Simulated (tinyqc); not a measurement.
Convergence with the basis: effective-mass impurity with a central-cell term, in a basis of Slater functions. Computed by tinyqc, a small Python program. Command: `OMP_NUM_THREADS=1 python tinyqc.py 3003631 3003632 out.jsonl centralcell walk`. One thread of a shared host (Intel(R) Xeon(R) Processor @ 2.30GHz), about 0.01 s of CPU time with the checks.

The envelope obeys H = -nabla^2 - (2/r) [Z + A exp(-kappa r)] in effective units, with kappa = a*/lambda; positive A deepens the well near the core.

Inputs (values chosen for the exercise, for a model semiconductor):
```
quantity                   value      unit
effective mass m           0.345       m_0
dielectric constant eps     6.95         -
charge Z of the core           1         -
central-cell strength A    -0.73         -
central-cell range lambda    1.5  angstrom
smallest exponent zeta_1    0.46      1/a*
ratio beta of exponents      3.1         -
```

Impurity: donor, one isotropic band.

Constants: Ry = 13.605693123 eV; a_0 = 0.529177210903 angstrom.

Method:
- Units: Ry* = Ry m/eps^2 and a* = a_0 eps/m, with m in m_0.
- kappa = a*/lambda; the hydrogenic ground state is bound by Z^2 Ry*.
- For s functions exp(-zeta r), with s = zeta_i + zeta_j: S = 2/s^3, T = zeta_i zeta_j S, V = -2 Z/s^2, W = -2 A/(s + kappa)^2; each function is normalised by dividing by sqrt(S_ii S_jj).
- Large basis: zeta_i = 0.06 x 1.6^(i-1), i = 1..22, same formulas; for p functions r exp(-zeta r): S = 24/s^5, T = zeta_i zeta_j S (centrifugal term included), V = -12 Z/s^4, W = -12 A/(s + kappa)^4; overlap eigenvalues below 1e-11 are dropped.
- Binding energies are -E Ry*; the effective quantum number is nu = Z/sqrt(-E); |psi(0)|^2 is given relative to the hydrogenic Z^3/(pi a*^3).
- zeta_i = zeta_1 beta^(i-1), i = 1..n.
- The error is the lowest level above the large-basis value.

kappa = 7.10682 1/a*

Ry* = 97.1785 meV

1s binding energy = 91.2886 meV

Error of the 1s level:
```
n  error (meV)  largest exponent (1/a*)
1       23.305               4.6000e-01
2        7.031               1.4260e+00
3        3.887               4.4206e+00
4        3.579               1.3704e+01
5        3.507               4.2482e+01
6        3.490               1.3169e+02
7        3.486               4.0825e+02
8        3.485               1.2656e+03
```

What follows from these numbers?

The error falls from 23.3 to 3.49 meV. The last function changes it by less than 5 %: it has levelled off, and what remains is set by beta and zeta_1, not by the range of exponents.

Extremes, crossings and ranges named in words are read from the listed rows.
